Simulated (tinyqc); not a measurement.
Inside a calculation. Method: RHF in the cc-pvdz basis, for He, spin multiplicity 1. Computed by tinyqc, a small Python program that keeps every step (integrals from PySCF). Settings: charge = 0, multiplicity = 1, basis = cc-pvdz, energy threshold = 1e-08, iteration cap = 59, orthogonalisation = symmetric, start = atomic densities, DIIS depth = 3, method = RHF. Command: `OMP_NUM_THREADS=1 python tinyqc.py 24135 24136 out.jsonl` (the two numbers bound the seeds that draw the settings). One thread of a shared host (Intel(R) Xeon(R) Processor @ 2.60GHz), about 0.04 s of CPU time with the checks. Later iterations appear only in the table of the cycle.

## One-electron integrals

Geometry (angstrom):
```
atom,x,y,z
He,0.000000,0.000000,0.000000
```

Basis cc-pvdz: exponents (1/bohr^2) and contraction coefficients of normalised primitives:
```
element,l (shell),exponent,coefficient
He,s (1),38.360000,0.040176
He,s (1),5.770000,0.261368
He,s (1),1.240000,0.793071
He,s (2),0.297600,1.000000
He,p (3),1.275000,1.000000
```

Overlap, kinetic and nuclear-attraction integrals over the contracted functions; the nuclear repulsion is the sum of Za Zb / Rab.

nuclear repulsion = 0 hartree

overlap S:
```
,1He 1s,1He 2s,1He 2px,1He 2py,1He 2pz
1He 1s,1.000000,0.634168,0.000000,0.000000,0.000000
1He 2s,0.634168,1.000000,0.000000,0.000000,0.000000
1He 2px,0.000000,0.000000,1.000000,0.000000,0.000000
1He 2py,0.000000,0.000000,0.000000,1.000000,0.000000
1He 2pz,0.000000,0.000000,0.000000,0.000000,1.000000
```

kinetic energy T (hartree):
```
,1He 1s,1He 2s,1He 2px,1He 2py,1He 2pz
1He 1s,2.922435,0.466660,0.000000,0.000000,0.000000
1He 2s,0.466660,0.446400,0.000000,0.000000,0.000000
1He 2px,0.000000,0.000000,3.187500,0.000000,0.000000
1He 2py,0.000000,0.000000,0.000000,3.187500,0.000000
1He 2pz,0.000000,0.000000,0.000000,0.000000,3.187500
```

nuclear attraction V (hartree):
```
,1He 1s,1He 2s,1He 2px,1He 2py,1He 2pz
1He 1s,-4.802688,-2.012449,0.000000,0.000000,0.000000
1He 2s,-2.012449,-1.741071,0.000000,0.000000,0.000000
1He 2px,0.000000,0.000000,-2.402503,0.000000,0.000000
1He 2py,0.000000,0.000000,0.000000,-2.402503,0.000000
1He 2pz,0.000000,0.000000,0.000000,0.000000,-2.402503
```

core Hamiltonian H = T + V (hartree):
```
,1He 1s,1He 2s,1He 2px,1He 2py,1He 2pz
1He 1s,-1.880253,-1.545789,0.000000,0.000000,0.000000
1He 2s,-1.545789,-1.294671,0.000000,0.000000,0.000000
1He 2px,0.000000,0.000000,0.784997,0.000000,0.000000
1He 2py,0.000000,0.000000,0.000000,0.784997,0.000000
1He 2pz,0.000000,0.000000,0.000000,0.000000,0.784997
```

## Two-electron integrals

Functions are numbered as in S; the eight-fold symmetry (ij|kl) = (ji|kl) = (kl|ij) leaves the list below.

Two-electron integrals (ij|kl) in chemists' order, unique and non-zero (hartree):
```
i,j,k,l,(ij|kl)
1,1,1,1,1.543036
2,1,1,1,0.784979
2,1,2,1,0.426774
2,2,1,1,0.803460
2,2,2,1,0.475908
2,2,2,2,0.615562
3,1,3,1,0.177307
3,2,3,1,0.142524
3,2,3,2,0.130008
3,3,1,1,1.099799
3,3,2,1,0.627782
3,3,2,2,0.734404
3,3,3,3,1.040531
4,1,4,1,0.177307
4,2,4,1,0.142524
4,2,4,2,0.130008
4,3,4,3,0.063706
4,4,1,1,1.099799
4,4,2,1,0.627782
4,4,2,2,0.734404
4,4,3,3,0.913119
4,4,4,4,1.040531
5,1,5,1,0.177307
5,2,5,1,0.142524
5,2,5,2,0.130008
5,3,5,3,0.063706
5,4,5,4,0.063706
5,5,1,1,1.099799
5,5,2,1,0.627782
5,5,2,2,0.734404
5,5,3,3,0.913119
5,5,4,4,0.913119
5,5,5,5,1.040531
```

## Orthogonalisation

S = U s U^T; symmetric (Loewdin) form X = U s^(-1/2) U^T, so that X^T S X = 1.

eigenvalues of S: 0.365832  1.000000  1.000000  1.000000  1.634168

X:
```
,1He 1s,1He 2s,1He 2px,1He 2py,1He 2pz
1He 1s,1.217794,-0.435533,0.000000,0.000000,0.000000
1He 2s,-0.435533,1.217794,0.000000,0.000000,0.000000
1He 2px,0.000000,0.000000,1.000000,0.000000,0.000000
1He 2py,0.000000,0.000000,0.000000,1.000000,0.000000
1He 2pz,0.000000,0.000000,0.000000,0.000000,1.000000
```

## Starting guess

The start is atomic minimal-basis densities projected into this basis (PySCF's MINAO start) and scaled to the electron count of each spin; this density is not idempotent, so its energy is not variational and may lie below the converged one.

D at the start:
```
,1He 1s,1He 2s,1He 2px,1He 2py,1He 2pz
1He 1s,0.696210,0.608556,0.000000,0.000000,0.000000
1He 2s,0.608556,0.531937,0.000000,0.000000,0.000000
1He 2px,0.000000,0.000000,0.000000,0.000000,0.000000
1He 2py,0.000000,0.000000,0.000000,0.000000,0.000000
1He 2pz,0.000000,0.000000,0.000000,0.000000,0.000000
```

## Iteration 1: building the Fock matrix

J_ij = sum D_kl (ij|kl), K_ij = sum D_kl (ik|jl); F = H + J - 0.5 K; E = tr D H + tr D J / 2 - 0.25 tr D K + E_nn.

Coulomb J (hartree):
```
,1He 1s,1He 2s,1He 2px,1He 2py,1He 2pz
1He 1s,2.457075,1.319096,0.000000,0.000000,0.000000
1He 2s,1.319096,1.466050,0.000000,0.000000,0.000000
1He 2px,0.000000,0.000000,1.920428,0.000000,0.000000
1He 2py,0.000000,0.000000,0.000000,1.920428,0.000000
1He 2pz,0.000000,0.000000,0.000000,0.000000,1.920428
```

exchange K (hartree):
```
,1He 1s,1He 2s,1He 2px,1He 2py,1He 2pz
1He 1s,2.256701,1.548330,0.000000,0.000000,0.000000
1He 2s,1.548330,1.203798,0.000000,0.000000,0.000000
1He 2px,0.000000,0.000000,0.366066,0.000000,0.000000
1He 2py,0.000000,0.000000,0.000000,0.366066,0.000000
1He 2pz,0.000000,0.000000,0.000000,0.000000,0.366066
```

Fock matrix F (hartree):
```
,1He 1s,1He 2s,1He 2px,1He 2py,1He 2pz
1He 1s,-0.551529,-1.000858,0.000000,0.000000,0.000000
1He 2s,-1.000858,-0.430520,0.000000,0.000000,0.000000
1He 2px,0.000000,0.000000,2.522393,0.000000,0.000000
1He 2py,0.000000,0.000000,0.000000,2.522393,0.000000
1He 2pz,0.000000,0.000000,0.000000,0.000000,2.522393
```

total energy of this density = -2.85513844 hartree

This density is the starting one; it is not idempotent, so its energy is not variational and may lie below the converged one.

## Iteration 1: diagonalisation and new density

Diagonalise F' = X^T F X, C = X C', fill 1 alpha and 1 beta electrons from the bottom; D = 2 C_occ C_occ^T. Each column has its largest component positive (the first on a tie).

F' = X^T F X (hartree):
```
,1,2,3,4,5
1,0.162096,-1.153279,0.000000,0.000000,0.000000
2,-1.153279,0.318601,0.000000,0.000000,0.000000
3,0.000000,0.000000,2.522393,0.000000,0.000000
4,0.000000,0.000000,0.000000,2.522393,0.000000
5,0.000000,0.000000,0.000000,0.000000,2.522393
```

orbital energies (hartree): MO1 -0.915583, MO2 1.396279, MO3 2.522393, MO4 2.522393, MO5 2.522393

coefficients C:
```
,MO1,MO2,MO3,MO4,MO5
1He 1s,0.592419,-1.149675,0.000000,0.000000,0.000000
1He 2s,0.513231,1.187142,0.000000,0.000000,0.000000
1He 2px,0.000000,0.000000,1.000000,0.000000,0.000000
1He 2py,0.000000,0.000000,0.000000,1.000000,0.000000
1He 2pz,0.000000,0.000000,0.000000,0.000000,1.000000
```

D after iteration 1:
```
,1He 1s,1He 2s,1He 2px,1He 2py,1He 2pz
1He 1s,0.701920,0.608095,0.000000,0.000000,0.000000
1He 2s,0.608095,0.526812,0.000000,0.000000,0.000000
1He 2px,0.000000,0.000000,0.000000,0.000000,0.000000
1He 2py,0.000000,0.000000,0.000000,0.000000,0.000000
1He 2pz,0.000000,0.000000,0.000000,0.000000,0.000000
```

Within a degenerate level the vectors are fixed only up to a rotation; this is one choice.

## Iteration 2: building the Fock matrix

As before.

Coulomb J (hartree):
```
,1He 1s,1He 2s,1He 2px,1He 2py,1He 2pz
1He 1s,2.461044,1.320745,0.000000,0.000000,0.000000
1He 2s,1.320745,1.467044,0.000000,0.000000,0.000000
1He 2px,0.000000,0.000000,1.922366,0.000000,0.000000
1He 2py,0.000000,0.000000,0.000000,1.922366,0.000000
1He 2pz,0.000000,0.000000,0.000000,0.000000,1.922366
```

exchange K (hartree):
```
,1He 1s,1He 2s,1He 2px,1He 2py,1He 2pz
1He 1s,2.262601,1.549806,0.000000,0.000000,0.000000
1He 2s,1.549806,1.202641,0.000000,0.000000,0.000000
1He 2px,0.000000,0.000000,0.366281,0.000000,0.000000
1He 2py,0.000000,0.000000,0.000000,0.366281,0.000000
1He 2pz,0.000000,0.000000,0.000000,0.000000,0.366281
```

Fock matrix F (hartree):
```
,1He 1s,1He 2s,1He 2px,1He 2py,1He 2pz
1He 1s,-0.550510,-0.999947,0.000000,0.000000,0.000000
1He 2s,-0.999947,-0.428947,0.000000,0.000000,0.000000
1He 2px,0.000000,0.000000,2.524222,0.000000,0.000000
1He 2py,0.000000,0.000000,0.000000,2.524222,0.000000
1He 2pz,0.000000,0.000000,0.000000,0.000000,2.524222
```

total energy of this density = -2.85516035 hartree

## Iteration 2: DIIS over 2 matrices

error matrix X^T (FDS - SDF) X:
```
,1,2,3,4,5
1,0.000000,-0.000734,0.000000,0.000000,0.000000
2,0.000734,0.000000,0.000000,0.000000,0.000000
3,0.000000,0.000000,0.000000,0.000000,0.000000
4,0.000000,0.000000,0.000000,0.000000,0.000000
5,0.000000,0.000000,0.000000,0.000000,0.000000
```

B (overlaps of the stored error matrices):
```
,1,2
1,1.8838759e-04,1.4252685e-05
2,1.4252685e-05,1.0783037e-06
```

Minimise |sum c_i e_i|^2 with sum c_i = 1: solve [B -1; -1 0][c; lambda] = [0; -1] with B_ij = tr e_i^T e_j, and take F = sum c_i F_i.

DIIS coefficients: -0.081849  1.081849

extrapolated F (hartree):
```
,1He 1s,1He 2s,1He 2px,1He 2py,1He 2pz
1He 1s,-0.550426,-0.999872,0.000000,0.000000,0.000000
1He 2s,-0.999872,-0.428819,0.000000,0.000000,0.000000
1He 2px,0.000000,0.000000,2.524372,0.000000,0.000000
1He 2py,0.000000,0.000000,0.000000,2.524372,0.000000
1He 2pz,0.000000,0.000000,0.000000,0.000000,2.524372
```

## Iteration 2: diagonalisation and new density

As before.

F' = X^T F X (hartree):
```
,1,2,3,4,5
1,0.163007,-1.153117,0.000000,0.000000,0.000000
2,-1.153117,0.320286,0.000000,0.000000,0.000000
3,0.000000,0.000000,2.524372,0.000000,0.000000
4,0.000000,0.000000,0.000000,2.524372,0.000000
5,0.000000,0.000000,0.000000,0.000000,2.524372
```

orbital energies (hartree): MO1 -0.914148, MO2 1.397442, MO3 2.524372, MO4 2.524372, MO5 2.524372

coefficients C:
```
,MO1,MO2,MO3,MO4,MO5
1He 1s,0.592616,-1.149573,0.000000,0.000000,0.000000
1He 2s,0.513027,1.187230,0.000000,0.000000,0.000000
1He 2px,0.000000,0.000000,1.000000,0.000000,0.000000
1He 2py,0.000000,0.000000,0.000000,1.000000,0.000000
1He 2pz,0.000000,0.000000,0.000000,0.000000,1.000000
```

D after iteration 2:
```
,1He 1s,1He 2s,1He 2px,1He 2py,1He 2pz
1He 1s,0.702388,0.608056,0.000000,0.000000,0.000000
1He 2s,0.608056,0.526393,0.000000,0.000000,0.000000
1He 2px,0.000000,0.000000,0.000000,0.000000,0.000000
1He 2py,0.000000,0.000000,0.000000,0.000000,0.000000
1He 2pz,0.000000,0.000000,0.000000,0.000000,0.000000
```

Within a degenerate level the vectors are fixed only up to a rotation; this is one choice.

## Iteration 3: building the Fock matrix

As before.

Coulomb J (hartree):
```
,1He 1s,1He 2s,1He 2px,1He 2py,1He 2pz
1He 1s,2.461368,1.320880,0.000000,0.000000,0.000000
1He 2s,1.320880,1.467125,0.000000,0.000000,0.000000
1He 2px,0.000000,0.000000,1.922524,0.000000,0.000000
1He 2py,0.000000,0.000000,0.000000,1.922524,0.000000
1He 2pz,0.000000,0.000000,0.000000,0.000000,1.922524
```

exchange K (hartree):
```
,1He 1s,1He 2s,1He 2px,1He 2py,1He 2pz
1He 1s,2.263084,1.549926,0.000000,0.000000,0.000000
1He 2s,1.549926,1.202546,0.000000,0.000000,0.000000
1He 2px,0.000000,0.000000,0.366298,0.000000,0.000000
1He 2py,0.000000,0.000000,0.000000,0.366298,0.000000
1He 2pz,0.000000,0.000000,0.000000,0.000000,0.366298
```

Fock matrix F (hartree):
```
,1He 1s,1He 2s,1He 2px,1He 2py,1He 2pz
1He 1s,-0.550426,-0.999872,0.000000,0.000000,0.000000
1He 2s,-0.999872,-0.428819,0.000000,0.000000,0.000000
1He 2px,0.000000,0.000000,2.524372,0.000000,0.000000
1He 2py,0.000000,0.000000,0.000000,2.524372,0.000000
1He 2pz,0.000000,0.000000,0.000000,0.000000,2.524372
```

total energy of this density = -2.85516048 hartree

## Iteration 3: DIIS over 3 matrices

error matrix X^T (FDS - SDF) X:
```
,1,2,3,4,5
1,0.000000,0.000000,0.000000,0.000000,0.000000
2,0.000000,0.000000,0.000000,0.000000,0.000000
3,0.000000,0.000000,0.000000,0.000000,0.000000
4,0.000000,0.000000,0.000000,0.000000,0.000000
5,0.000000,0.000000,0.000000,0.000000,0.000000
```

B (overlaps of the stored error matrices):
```
,1,2,3
1,1.8838759e-04,1.4252685e-05,1.0658858e-09
2,1.4252685e-05,1.0783037e-06,8.0640846e-11
3,1.0658858e-09,8.0640846e-11,0.0000000e+00
```

As before.

DIIS coefficients: -0.037599  0.496926  0.540673

extrapolated F (hartree):
```
,1He 1s,1He 2s,1He 2px,1He 2py,1He 2pz
1He 1s,-0.550426,-0.999872,0.000000,0.000000,0.000000
1He 2s,-0.999872,-0.428819,0.000000,0.000000,0.000000
1He 2px,0.000000,0.000000,2.524372,0.000000,0.000000
1He 2py,0.000000,0.000000,0.000000,2.524372,0.000000
1He 2pz,0.000000,0.000000,0.000000,0.000000,2.524372
```

## Iteration 3: diagonalisation and new density

As before.

F' = X^T F X (hartree):
```
,1,2,3,4,5
1,0.163007,-1.153117,0.000000,0.000000,0.000000
2,-1.153117,0.320286,0.000000,0.000000,0.000000
3,0.000000,0.000000,2.524372,0.000000,0.000000
4,0.000000,0.000000,0.000000,2.524372,0.000000
5,0.000000,0.000000,0.000000,0.000000,2.524372
```

orbital energies (hartree): MO1 -0.914148, MO2 1.397442, MO3 2.524372, MO4 2.524372, MO5 2.524372

coefficients C:
```
,MO1,MO2,MO3,MO4,MO5
1He 1s,0.592616,-1.149573,0.000000,0.000000,0.000000
1He 2s,0.513027,1.187231,0.000000,0.000000,0.000000
1He 2px,0.000000,0.000000,1.000000,0.000000,0.000000
1He 2py,0.000000,0.000000,0.000000,1.000000,0.000000
1He 2pz,0.000000,0.000000,0.000000,0.000000,1.000000
```

D after iteration 3:
```
,1He 1s,1He 2s,1He 2px,1He 2py,1He 2pz
1He 1s,0.702388,0.608056,0.000000,0.000000,0.000000
1He 2s,0.608056,0.526393,0.000000,0.000000,0.000000
1He 2px,0.000000,0.000000,0.000000,0.000000,0.000000
1He 2py,0.000000,0.000000,0.000000,0.000000,0.000000
1He 2pz,0.000000,0.000000,0.000000,0.000000,0.000000
```

Within a degenerate level the vectors are fixed only up to a rotation; this is one choice.

## Iteration 4: building the Fock matrix

As before.

Coulomb J (hartree):
```
,1He 1s,1He 2s,1He 2px,1He 2py,1He 2pz
1He 1s,2.461368,1.320880,0.000000,0.000000,0.000000
1He 2s,1.320880,1.467125,0.000000,0.000000,0.000000
1He 2px,0.000000,0.000000,1.922524,0.000000,0.000000
1He 2py,0.000000,0.000000,0.000000,1.922524,0.000000
1He 2pz,0.000000,0.000000,0.000000,0.000000,1.922524
```

exchange K (hartree):
```
,1He 1s,1He 2s,1He 2px,1He 2py,1He 2pz
1He 1s,2.263084,1.549926,0.000000,0.000000,0.000000
1He 2s,1.549926,1.202546,0.000000,0.000000,0.000000
1He 2px,0.000000,0.000000,0.366298,0.000000,0.000000
1He 2py,0.000000,0.000000,0.000000,0.366298,0.000000
1He 2pz,0.000000,0.000000,0.000000,0.000000,0.366298
```

Fock matrix F (hartree):
```
,1He 1s,1He 2s,1He 2px,1He 2py,1He 2pz
1He 1s,-0.550426,-0.999872,0.000000,0.000000,0.000000
1He 2s,-0.999872,-0.428819,0.000000,0.000000,0.000000
1He 2px,0.000000,0.000000,2.524372,0.000000,0.000000
1He 2py,0.000000,0.000000,0.000000,2.524372,0.000000
1He 2pz,0.000000,0.000000,0.000000,0.000000,2.524372
```

total energy of this density = -2.85516048 hartree

## Iteration 4 (converged): orbitals

As before.

F' = X^T F X (hartree):
```
,1,2,3,4,5
1,0.163007,-1.153116,0.000000,0.000000,0.000000
2,-1.153116,0.320286,0.000000,0.000000,0.000000
3,0.000000,0.000000,2.524372,0.000000,0.000000
4,0.000000,0.000000,0.000000,2.524372,0.000000
5,0.000000,0.000000,0.000000,0.000000,2.524372
```

orbital energies (hartree): MO1 -0.914148, MO2 1.397442, MO3 2.524372, MO4 2.524372, MO5 2.524372

coefficients C:
```
,MO1,MO2,MO3,MO4,MO5
1He 1s,0.592616,-1.149573,0.000000,0.000000,0.000000
1He 2s,0.513027,1.187231,0.000000,0.000000,0.000000
1He 2px,0.000000,0.000000,1.000000,0.000000,0.000000
1He 2py,0.000000,0.000000,0.000000,1.000000,0.000000
1He 2pz,0.000000,0.000000,0.000000,0.000000,1.000000
```

D after iteration 4:
```
,1He 1s,1He 2s,1He 2px,1He 2py,1He 2pz
1He 1s,0.702388,0.608056,0.000000,0.000000,0.000000
1He 2s,0.608056,0.526393,0.000000,0.000000,0.000000
1He 2px,0.000000,0.000000,0.000000,0.000000,0.000000
1He 2py,0.000000,0.000000,0.000000,0.000000,0.000000
1He 2pz,0.000000,0.000000,0.000000,0.000000,0.000000
```

Within a degenerate level the vectors are fixed only up to a rotation; this is one choice.

## Convergence

Stop when the energy changes by less than 1e-08 hartree and every element of the error matrix X^T (F D S - S D F) X is below 3e-05.

Course of the cycle:
```
iteration,E (hartree),change,largest element of the error matrix
1,-2.85513844,-,9.71e-03
2,-2.85516035,-2.19e-05,7.34e-04
3,-2.85516048,-1.26e-07,5.49e-08
4,-2.85516048,-1.78e-15,2.52e-08
```

PySCF RHF in the same basis = -2.85516048 hartree

Converged in 4 iterations.

## Populations

Mulliken: Z minus the diagonal of D S on the atom; Loewdin: the same with S^(1/2) D S^(1/2).

Charges (e):
```
atom,Mulliken,Loewdin
1He,0,0
```
